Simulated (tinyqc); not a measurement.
# Rutherford backscattering from a thin compound film on silicon: kinematics, yields, composition and thickness, step by step

A worked calculation. Computed by tinyqc, a small Python program that keeps every step. Command: `OMP_NUM_THREADS=1 python tinyqc.py 3029330 3029331 out.jsonl rbs walk`. One thread of a shared host (Intel(R) Xeon(R) Processor @ 2.30GHz), about 0.01 s of CPU time with the checks. Intermediate numbers are printed to about 7 digits and carried at full precision; extremes and crossings named in words are read from the listed rows.

Singly charged helium ions (Z1 = 2, M1 = 4.0026 u) enter at the tilt angle a1 to the normal and leave at a2 = |180 - theta - tilt| in the same plane. The film is A B_x.

Inputs (values chosen for the exercise, modelled on a helium beam on WSi2):
```
quantity                                value           unit
beam energy E0                            1.7            MeV
scattering angle theta                    150        degrees
tilt of the sample                          0        degrees
heavy element: Z_A                         74              -
heavy element: mass M_A                 183.8              u
heavy element: stopping eps_A at 2 MeV    115  1e-15 eV cm^2
light element: Z_B                         14              -
light element: mass M_B                 28.09              u
light element: stopping eps_B at 2 MeV   47.5  1e-15 eV cm^2
atoms of B per atom of A, x              2.22              -
atomic density of the film               73.7         1/nm^3
film thickness d                           28             nm
collected charge                           11   microcoulomb
detector solid angle                      2.8            msr
detector resolution (FWHM)                 17            keV
```

Constants: e^2/(4 pi eps_0) = 14.39964548 eV angstrom; e = 1.602176634e-19 C.

## Kinematics

Kinematic factor K = [(sqrt(M^2 - M1^2 sin^2 theta) + M1 cos theta)/(M + M1)]^2. Surface edges lie at K E0; substrate silicon has M = 28.09 u. Mass resolution at M_A = resolution/(E0 dK/dM).

kinematic factors: A 0.9219298, B 0.5852929, Si 0.5852929

surface edges (keV): A 1567.281, B 994.998, Si 994.998

mass resolution at M_A = 24.51802 u

K flattens for heavy targets, so masses within 24.5 u of A cannot be told apart.

## Peak widths (surface approximation)

Stopping per atom eps(E) = eps(2 MeV) (E/2 MeV)^(-0.4) (a law chosen for the exercise); Bragg rule eps_film = (eps_A + x eps_B)/(1 + x); areal density N d, with 1/nm^2 = 0.1 x 1e15/cm^2. Width of the signal of element i: [K_i eps(E0)/cos a1 + eps(K_i E0)/cos a2] N d; depth resolution = resolution x d/width of A; energy lost on the way in = eps(E0) N d/cos a1.

areal density N d = 206.36 1e15 atoms/cm^2

film stopping at E0 = 73.06118 1e-15 eV cm^2

widths (keV): A 31.88451, B 30.39352

depth resolution = 14.92888 nm

energy lost on the way in = 15.07690 keV

The signal of A spans 1.9 resolution widths, so its width measures the thickness. Caution: the silicon signal of the film merges with that of the substrate, so only the width of A can be read directly.

## Yields

Rutherford cross section in the laboratory frame: sigma = (Z1 Z e^2/(4 pi eps_0 4E))^2 (4/sin^4 theta) (r + cos theta)^2/r, r = sqrt(1 - (M1 sin theta/M)^2), times the screening factor 1 - 0.049 Z1 Z^(4/3)/E (E in keV); 1 angstrom^2 = 1e8 barn. Counts = (charge/e) x solid angle x sigma(E_mean) x areal density of the element/cos a1, E_mean = E0 - half the energy lost on the way in; 1 barn = 1e-24 cm^2. The ratio of areas returns x = (Y_B/Y_A)(sigma_A/sigma_B), with the counting error sqrt(1/Y_A + 1/Y_B).

cross sections (barn/sr): A 11.16997, B 0.39238

counts: A 137613.7, B 10731.8

ratio of areas Y_B/Y_A = 0.07798484

counting error of x without background = 1.002237 %

The cross sections differ by 28.5, near (Z_A/Z_B)^2 = 27.9. The silicon signal of the film runs into that of the substrate and appears as a step, not a peak. Caution: film and substrate silicon overlap, so Y_B must be separated by a fit.

## Surface approximation against the full path

Surface approximation as above. Full path: dE/ds = -eps(E) integrates to E^1.4 = E(start)^1.4 - 1.4 eps(2 MeV) 2000^0.4 s (keV), applied in (s = N d/cos a1), then K, then out (s = N d/cos a2); width = K E0 - exit energy. The last column is the error in thickness if the full width is read with the surface formula.

Widths (keV):
```
d (nm)  A, surface   A, full   B, full  error (%)
5           5.6937    5.6978    5.4334   0.072815
10         11.3873   11.4039   10.8787   0.145950
20         22.7747   22.8414   21.8057   0.293190
50         56.9366   57.3596   54.8865   0.742879
100       113.8733  115.6046  111.0867   1.520427
150       170.8099  174.8001  168.7554   2.336057
200       227.7465  235.0201  228.0826   3.193727
300       341.6198  358.8871  352.7389   5.054545
```

The error grows roughly in proportion to thickness, from 0.07 % to 5.1 %, because the ion slows and the stopping rises along the path. The signals of A and B would overlap once the width of A exceeds the gap between the edges, 572 keV.

Checks made by the program: kinematic factor against energy and momentum conservation (relative difference below 1e-10).
